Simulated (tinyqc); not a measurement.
Segment and feed resistance from two drops.

Question. A rail is fed at one end through Rq; K loads of Ij follow, each after a segment Rs. The drop at load j is K Ij Rq + Rs Ij sum_(l=1..j) (K - l + 1). Find Rs, Rq and the worst drop, at the middle, if the rail were fed through Rq at both ends: K Ij Rq/2 + Rs Ij K^2/8 with the load taken as continuous.

Values chosen for this exercise:
- K = 12 (number of equal loads)
- Ij = 0.37 mA (current of each load)

drops at the first and at the last load (mV): [1.1677200, 5.5633200]

Answer. The difference of the two drops is Rs Ij K (K - 1)/2, which gives Rs; the first drop then gives Rq.

Rs = 0.180 ohm
Rq = 0.0830 ohm
drop at the middle with two feeds = 1.38 mV

tinyqc, about 0.09 s, one thread, Intel Xeon 2.30GHz (shared host): `OMP_NUM_THREADS=1 python tinyqc.py 2770133 2770134 out.jsonl`
